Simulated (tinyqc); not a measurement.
Worked calculation: global model of a low-pressure process discharge: electron temperature, density, ion flux and ion energy. Computed by tinyqc, a small Python program that keeps every step. Command: `OMP_NUM_THREADS=1 python tinyqc.py 3114374 3114375 out.jsonl plasma walk`. One thread of a shared host (Intel(R) Xeon(R) Processor @ 2.30GHz), about 0.01 s of CPU time with the checks. Intermediate numbers are printed to about 6 digits and carried at full precision; extremes and crossings named in words are read from the listed rows.

Maxwellian electrons with temperature T_e in eV, one positive ion, no negative ions, uniform bulk density n; rate constants have the Arrhenius form.

Inputs (values chosen for the exercise, of the order of those of an inductive discharge in a simple atomic gas): ion mass M = 19 u; ionisation prefactor K0 = 5.7e-14 m^3/s; ionisation energy E_iz = 13.7 eV; excitation prefactor X0 = 1.9e-14 m^3/s; excitation energy E_ex = 8.82 eV; elastic rate constant K_el = 8.8e-14 m^3/s; ion-neutral cross section = 1.1e-18 m^2; pressure p = 4 Pa; gas temperature T_g = 500 K; radius R = 14 cm; height L = 13 cm; absorbed power P = 1600 W; bias power P_b = 44 W; radius of the biased electrode = 10 cm; bias frequency = 27 MHz; mixing = 0.4.

Constants: k_B = 1.380649e-23 J/K; e = 1.602176634e-19 C; u = 1.6605390666e-27 kg; m_0 = 9.1093837015e-31 kg; eps_0 = 8.8541878128e-12 F/m.

## Geometry factors

n_g = p/(k_B T_g); lambda_i = 1/(n_g sigma); h_L = 0.86/sqrt(3 + L/(2 lambda_i)), h_R = 0.8/sqrt(4 + R/lambda_i); A_eff = 2 pi R^2 h_L + 2 pi R L h_R; d_eff = pi R^2 L/A_eff.

gas density n_g = 5.79438e+20 1/m^3

ion mean free path = 0.156892 cm

h_L = 0.129021

h_R = 0.0828522

A_eff = 253.635 cm^2

d_eff = 31.5602 cm

Caution: at so short an ion path the formulas for h_L and h_R give way to the ambipolar-diffusion limit.

## A fixed-point cycle for T_e

Particle balance: K0 exp(-E_iz/T_e) n_g d_eff = u_B, u_B = sqrt(e T_e/M). Cycle: T_out = T sqrt(loss/creation) with loss/creation = u_B/(K0 exp(-E_iz/T) n_g d_eff); T -> T + mixing (T_out - T), kept between 0.3 and 60 eV, from 3 eV; stop at |T_out - T| < 1e-9 eV or after 60 steps.

Course:
```
step   T (eV)  T_out (eV)  residual (eV)
0     3.00000     0.56945   -2.43055e+00
1     2.02778     1.04297   -9.84808e-01
2     1.63386     1.79774    1.63886e-01
3     1.69941     1.60637   -9.30378e-02
4     1.66220     1.71009    4.78967e-02
5     1.68136     1.65519   -2.61672e-02
6     1.67089     1.68477    1.38831e-02
...       ...         ...            ...
27    1.67449     1.67449   -2.89697e-08
28    1.67449     1.67449    1.55371e-08
29    1.67449     1.67449   -8.33287e-09
30    1.67449     1.67449    4.46910e-09
31    1.67449     1.67449   -2.39687e-09
32    1.67449     1.67449    1.28549e-09
33    1.67449     1.67449   -6.89438e-10
```

last residual = 6.89438e-10 eV

Converged in 34 steps.

## Electron temperature

Root found by bracketing.

T_e = 1.67449 eV

Bohm velocity u_B = 2916.05 m/s

K_iz = 1.59459e-17 m^3/s

## Energy per pair and density

E_c = E_iz + (X0 exp(-E_ex/T_e) E_ex + K_el (3 m_0/M) T_e)/K_iz; wall potential V_s = (T_e/2) ln(M/(2 pi m_0)); E_T = E_c + 2 T_e + T_e/2 + V_s; n = P/(e u_B A_eff E_T); ion current density J = e h_L n u_B; ionised share n/n_g.

collisional loss per pair E_c = 68.7033 eV

wall potential V_s = 7.21264 V

E_T = 80.1022 eV

plasma density n = 1.68563e+12 1/cm^3

ion current density J = 10.1608 mA/cm^2

ionised share = 0.00290907

Collisions take 86 % of the power and the walls the rest. T_e came from the particle balance alone; the power sets only n.

## Biased electrode

All bias power goes to ions: V_b = P_b/(J pi r^2). Debye length at the sheath edge lambda_D = sqrt(eps_0 T_e/(e h_L n)); Child-law sheath s = (sqrt2/3) lambda_D (2 V/T_e)^(3/4), V = V_b + V_s; ion transit time tau_i = 3 s sqrt(M/(2 e V)); collisions in the sheath s/lambda_i.

bias voltage V_b = 13.7840 V

lambda_D = 20.6276 micrometre

sheath width s = 0.108972 mm

ion transit time = 22.3869 ns

transit time over bias period = 0.604446

s/lambda_i = 0.0694569

The sheath is nearly free of collisions.

## Pressure series at fixed power

n_g = p/(k_B T_g), lambda_i = 1/(n_g sigma), K_iz = K0 exp(-E_iz/T_e), h_L = 0.86/sqrt(3 + L/(2 lambda_i)), h_R = 0.8/sqrt(4 + R/lambda_i), A_eff = 2 pi R^2 h_L + 2 pi R L h_R and d_eff = pi R^2 L/A_eff follow p. E_c = E_iz + (X0 exp(-E_ex/T_e) E_ex + K_el (3 m_0/M) T_e)/K_iz; E_T = E_c + (5/2) T_e + (T_e/2) ln(M/(2 pi m_0)); n = P/(e u_B A_eff E_T); J = e h_L n u_B. Pressures without a root below 2 E_iz are left out.

Against pressure:
```
p (Pa)  T_e (eV)  E_c (eV)  E_T (eV)   n (1/cm^3)  J (mA/cm^2)
0.1      5.12316    21.331    56.206  3.89774e+11      13.6359
0.2      3.75012    24.521    50.049  5.82617e+11      15.5561
0.5      2.74852    31.109    49.819  8.86362e+11      15.9544
1.0      2.27203    39.012    54.478  1.15278e+12      14.7623
2.0      1.92979    50.875    64.012  1.42925e+12      12.6594
5.0      1.60584    76.184    87.115  1.75917e+12       9.3515
10.0     1.42424   107.016   116.711  1.94835e+12       6.9935
20.0     1.27962   154.564   163.274  2.06529e+12       5.0040
```

T_e falls from 5.12 to 1.28 eV, n changes by a factor 5.3 and J by 0.37; in J = P h_L/(A_eff E_T), E_T changes by a factor 2.90 and is least at 0.5 Pa, between wall losses at high T_e and excitation losses at low T_e.

Checks made by the program: cycle against bracketing (relative difference 1e-10).
